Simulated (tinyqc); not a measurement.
## Thermoelectric coefficients with energy filtering, Landauer integrals: effect of the Fermi level

Bulk parabolic band, x = (E - Ec)/kB T, C = hbar^2/(2 m0), kB T in eV. Modes per area gv m kB T x/(4 pi C) times the back-scattering length l0 x^rr give the transport function s0 X(x), s0 = (2 q^2/h) gv m kB T l0/(4 pi C), X = x^(1 + rr), multiplied by tb for x < xb. I_k = int X (x - eta)^k w dx, w = 1/(4 cosh^2((x - eta)/2)).

sigma = s0 I_0, S = -(kB/q) I_1/I_0, Lorenz number L = (kB/q)^2 [I_2/I_0 - (I_1/I_0)^2], kappa_e = L sigma T. Power factor S^2 sigma, ZT = S^2 sigma T/(kappa_e + kL). The integrals are converged.

Values chosen for this exercise:
- T = 300 K (temperature)
- m = 1.2 m0 (mass of one valley)
- gv = 3 (valleys)
- l0 = 2.2 nm (back-scattering length at x = 1)
- rr = 0 (energy exponent of that length)
- kL = 0.79 W/(m K) (lattice thermal conductivity)
- xb = 1.4 (barrier height over kB T, above Ec)
- tb = 0.1 (share of the transport function left below the barrier)

Constants: q = 1.602176634e-19 C, kB = 1.380649e-23 J/K, hbar = 1.054571817e-34 J s, h = 6.62607015e-34 J s, m0 = 9.1093837015e-31 kg, Vt = kB T/q, hbar^2/(2 m0) = 0.0380998212 eV nm^2. Results are converted to the units shown.

Effect of the Fermi level:
```
eta   sigma (S/cm)  S (uV/K)  kappa_e (W/(m K))  power factor (mW/(m K^2))       ZT
-3.6         5.690    -542.4           0.002286                     0.1674  0.06338
-2.8         12.56    -474.1           0.005052                     0.2824   0.1066
-2           27.48    -406.6            0.01107                     0.4544   0.1702
-1.2         58.95    -340.7            0.02389                     0.6845   0.2523
-0.4         121.8    -277.8            0.05007                     0.9402   0.3358
0.4          236.0    -219.9             0.1002                      1.141   0.3845
1.2          414.8    -169.6             0.1872                      1.194   0.3664
2            649.4    -129.4             0.3193                      1.088   0.2941
2.8          912.9    -99.81             0.4922                     0.9095   0.2128
3.6           1183    -79.17             0.6908                     0.7418   0.1503
4.4           1453    -64.90             0.9008                     0.6121   0.1086
```

What does the table show?

sigma rises from 5.69 to 1450 S/cm, and S rises from -542 to -64.9 uV/K. Among the rows the power factor is largest at eta = 1.2 and ZT, 0.384, at eta = 0.4, where S = -220 uV/K. ZT peaks at a lower eta than the power factor because kappa_e grows with sigma.

Range of the model: Parabolic bands, elastic scattering and a fixed kL make these model figures, not those of a material.

Computed by the program tinyqc: `OMP_NUM_THREADS=1 python tinyqc.py 2800115 2800116 out.jsonl`, one thread of a shared Intel Xeon 2.30GHz, about 0.02 s for the whole run.
